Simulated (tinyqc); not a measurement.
# Floating body of a partially depleted SOI transistor: body voltage and kink, step by step

tinyqc, about 0.2 s, one thread, Intel Xeon 2.30GHz (shared host): `OMP_NUM_THREADS=1 python tinyqc.py 2182187 2182188 out.jsonl` Printed values are rounded.

Source at 0 V. Channel current Ic = 2 nf K Vt^2 [F(0) - F(Vd)](1 + la Vd), F(V) = ln^2(1 + exp((Vg - VT - nf V)/(2 nf Vt))), VT = VT0 - gb Vb. Saturation voltage Vs = 2 Vt sqrt(F(0)) + 3 Vt, excess Ve = (Vd - Vs + sqrt((Vd - Vs)^2 + 0.0004 V^2))/2, multiplication M1 = Ai Ve exp(-Bl/Ve). Each junction passes D(v) = J1 (exp(v/Vt) - 1) + J2 (exp(v/(2 Vt)) - 1). Bipolar current Ib = bb J1 (exp(Vb/Vt) - 1). The body settles where M1 (Ic + Ib) = D(Vb) + D(Vb - Vd) + Vb/Rb; drain current Id = (1 + M1)(Ic + Ib) - D(Vb - Vd).

Inputs (values chosen for the exercise); values of the order met in partially depleted silicon-on-insulator transistors:
- T = 358 K (temperature)
- VT0 = 0.33 V (threshold at zero body voltage)
- gb = 0.28 (fall of the threshold per volt of body voltage)
- nf = 1.44 (slope factor)
- K = 190 uA/(V^2 um) (gain factor per width)
- la = 0.06 1/V (channel-length modulation factor)
- Ai = 1.05 1/V (impact-ionisation prefactor)
- Bl = 7.1 V (impact-ionisation voltage)
- J1 = 5.2e-11 uA/um (diffusion saturation current of each junction)
- J2 = 1.1e-8 uA/um (recombination saturation current of each junction)
- bb = 1 (gain of the lateral bipolar transistor on the diffusion current)
- Rb = 1e9 kohm um (resistance of a weak body tie to the source (1e9 stands for no tie, and the term is then dropped))
- Vg = 0.35 V (gate voltage)
- Vd = 1.4 V (drain voltage)

Constants: q = 1.602176634e-19 C, kB = 1.380649e-23 J/K, Vt = kB T/q. Results are converted to the units shown.

Range of the model: The multiplication law is an empirical form chosen for the exercise; self-heating and capacitive coupling to the body are left out, and the linear laws are rough once Vb passes about 0.7 V or M1 about 0.1.

## Starting value

Vb = 0.68 V.

Vb at the start = 0.68 V

## Iteration 1: new Vb

Current into the body I_in = M1 (Ic + Ib) - D(Vb - Vd), current out I_out = D(Vb) + Vb/Rb; f = ln(I_in/I_out), s = df/dVb by central differences over 1e-5 V, Vb(new) = Vb - f/s.

Ic = 3.40969 uA/um
Ve = 1.15590 V
M1 = 0.00260917
I_in = 0.00940378 uA/um
I_out = 0.195104 uA/um
f = -3.03242
s = -29.4903 1/V
Vb after iteration 1 = 0.577172 V

## Iteration 2: new Vb

As before.

Ic = 2.64806 uA/um
Ve = 1.17390 V
M1 = 0.00291156
I_in = 0.00773018 uA/um
I_out = 0.00706450 uA/um
f = 0.0900512
s = -30.5025 1/V
Vb after iteration 2 = 0.580125 V

## Iteration 3: new Vb

As before.

Ic = 2.66825 uA/um
Ve = 1.17340 V
M1 = 0.00290268
I_in = 0.00776724 uA/um
I_out = 0.00776742 uA/um
f = -2.27088e-5
s = -30.5176 1/V
Vb after iteration 3 = 0.580124 V

## Course of the iteration

Stop when the step is below 1e-10 V, or after 40 iterations.

Course of the iteration:
```
iteration  Vb before the step (V)   step (V)
1                            0.68     -0.103
2                        0.577172    2.95e-3
3                        0.580125   -7.44e-7
4                        0.580124  -4.46e-14
```

Converged in 4 iterations.

## Drain current with floating and with grounded body

converged Vb = 0.580124 V

Id and VT at the converged Vb, Id at Vb = 0, their ratio, and the bipolar share Ib/(Ic + Ib).

VT = 0.167565 V
Id, floating = 2.68365 uA/um
Id, grounded = 0.373972 uA/um
ratio = 7.17606
bipolar share = 0.285288 %

The body rises to 0.580 V and lowers the threshold by 162 mV.
